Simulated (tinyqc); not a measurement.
Worked calculation: bias-temperature instability from a Gaussian distribution of capture and emission barriers. Computed by tinyqc, a small Python program that keeps every step. Command: `OMP_NUM_THREADS=1 python tinyqc.py 3003964 3003965 out.jsonl bti walk`. One thread of a shared host (Intel(R) Xeon(R) Processor @ 2.30GHz), about 0.01 s of CPU time with the checks. Intermediate numbers are printed to about 5 digits and carried at full precision; extremes and crossings named in words are read from the listed rows.

Each trap has a capture time tau_0 exp(E_c/(k_B T)) under stress and an emission time tau_0 exp(E_e/(k_B T)) after it. E_c is Gaussian, and E_e = E_c + d with d Gaussian and independent. A trap counts as filled once t_s exceeds its capture time and as emptied once t_r exceeds its emission time.

Inputs (values chosen for the exercise, for a model p-channel transistor):

| quantity | value | unit |
|---|---|---|
| shift with all traps filled V_max | 330 | mV |
| mean capture barrier at zero field mu_c | 1.62 | eV |
| spread of capture barriers sigma_c | 0.4 | eV |
| lowering of mu_c per field k_F | 0.049 | eV/(MV/cm) |
| oxide field F | 5 | MV/cm |
| mean of E_e - E_c at the stress field, delta | -0.17 | eV |
| spread of E_e - E_c, sigma_d | 0.21 | eV |
| time constant tau_0 | 8e-10 | s |
| temperature T | 85 | C |
| stress time t_s | 70 | s |
| recovery time t_r | 300 | s |
| failure criterion | 20 | mV |

Constants: k_B = 8.617333262e-05 eV/K.

## Stress

Demarcation energies E_s = k_B T ln(t_s/tau_0), E_r = k_B T ln(t_r/tau_0); mean barrier mu = mu_c - k_F F; z = (E_s - mu)/sigma_c; Phi is the standard normal distribution. Temperatures in kelvin are T(C) + 273.15. Shift without recovery dV0 = V_max Phi(z); local time exponent n = d ln dV0/d ln t_s = (k_B T/sigma_c) exp(-z^2/2)/(sqrt(2 pi) Phi(z)); apparent activation energy n E_s.

E_s = 0.77759 eV

mean barrier mu = 1.375 eV

z = -1.4935

shift without recovery dV0 = 22.324 mV

time exponent n = 0.14916

apparent activation energy = 0.11598 eV

The stress has filled 6.8 % of the traps. The apparent energy 0.116 eV is only the share n of the barriers near 0.78 eV that are being crossed.

## Recovery

Remaining shift dV = V_max int_(-infinity)^(E_s) g(E_c) [1 - Phi((E_r - E_c - delta)/sigma_d)] dE_c, g the Gaussian density of E_c (Gauss-Legendre, 120 points over 7 sigma_c below E_s).

E_r = 0.82250 eV

remaining shift dV = 1.2861 mV

remaining share dV/dV0 = 0.057610

A measurement delay of t_r hides 94 % of the shift.

## Lifetime

Solve V_max Phi(z) = criterion for t_s; the power-law extrapolation from the stress point is t_s (criterion/dV0)^(1/n); 1 year = 3.15576e7 s.

log10 of the lifetime in s = 1.5289

log10 of the power-law estimate in s = 1.5250

The stress point lies near the criterion, so both agree; ten years is log10 = 8.50.

## What a measurement delay does to the time exponent

Columns: no delay, and delays of 1 us, 1 ms and 1 s.

Shift (mV):

| t_s (s) | no delay | 1 us | 1 ms | 1 s |
|---|---|---|---|---|
| 1.00e+00 | 11.312 | 7.548 | 3.775 | 1.022 |
| 1.00e+01 | 16.540 | 12.348 | 7.166 | 2.406 |
| 1.00e+02 | 23.537 | 19.050 | 12.508 | 5.099 |
| 1.00e+03 | 32.608 | 27.945 | 20.255 | 9.791 |
| 1.00e+04 | 44.006 | 39.250 | 30.714 | 17.173 |
| 1.00e+05 | 57.884 | 53.084 | 44.005 | 27.757 |
| 1.00e+06 | 74.256 | 69.438 | 60.056 | 41.728 |
| 1.00e+07 | 92.972 | 88.149 | 78.618 | 58.896 |

Between 10 and 1000 s the apparent exponent is 0.147 without delay, 0.177 at 1 us, 0.226 at 1 ms and 0.305 at 1 s: a slow measurement loses more of a short stress than of a long one, which steepens the curve. Without delay the exponent falls from 0.165 to 0.098 over the table, so the growth is not a true power law. Caution: step-function filling and one Gaussian population are simplifications; real devices show several populations.

Checks made by the program: time exponent against a finite difference (relative difference below 1e-10).
